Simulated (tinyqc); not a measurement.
Shallow donor in an anisotropic valley (effective-mass theory): one step. Hydrogen-like estimates. Two cases, with inputs chosen for the exercise.

Problem. Ry* = Ry m/eps^2 and a* = a0 eps/m for four choices of one mass: mt, the conductivity mass 3/(1/ml + 2/mt), the density-of-states mass (ml mt^2)^(1/3), and ml.

Constants: Ry = 13.60569312 eV; a0 (Bohr radius) = 0.5291772105 angstrom.

Give: Estimates.

Case 1.

Values chosen (out of a larger set: near those of AlAs; not measured data): ml = 1.135 m0 (longitudinal mass); mt = 0.195 m0 (transverse mass); eps = 10.2 (dielectric constant).

Solution.

Estimates:
```
mass               m (m0)  Ry* (meV)  a* (angstrom)
mt                 0.1950      25.50          27.68
conductivity       0.2694      35.23          20.04
density of states  0.3508      45.87          15.39
ml                 1.1350     148.43           4.76
```

Case 2.

Values chosen (out of a larger set: near those of Ge; not measured data): ml = 1.632 m0 (longitudinal mass); mt = 0.083 m0 (transverse mass); eps = 15.8 (dielectric constant).

Solution.

Estimates:
```
mass               m (m0)  Ry* (meV)  a* (angstrom)
mt                 0.0830       4.52         100.73
conductivity       0.1214       6.62          68.86
density of states  0.2240      12.21          37.32
ml                 1.6320      88.95           5.12
```

Computed by tinyqc, one run a case: `OMP_NUM_THREADS=1 python tinyqc.py N N+1 out.jsonl` with N = 1250653, 1250706; one thread of a shared Intel(R) Xeon(R) Processor @ 2.30GHz, about 0.01 s a run at most.
